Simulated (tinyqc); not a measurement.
## Stability and critical current from long pulses

Inverse problem. For long pulses a magnetic tunnel junction switches at I = Ic0 [1 - ln(tp/t0)/Delta]. Find Ic0 and Delta.

Values chosen for this exercise:
- t0 = 1 ns (attempt time)

switching current for pulses of 0.0001 and 1 s (uA): [15.989110, 12.023553]

Solution. I is linear in ln tp: it equals Ic0 at tp = t0, and the slope is -Ic0/Delta.

Ic0 = 20.9 uA
Delta = 48.6

tinyqc, about 0.01 s, one thread, Intel Xeon 2.30GHz (shared host): `OMP_NUM_THREADS=1 python tinyqc.py 2450025 2450026 out.jsonl`
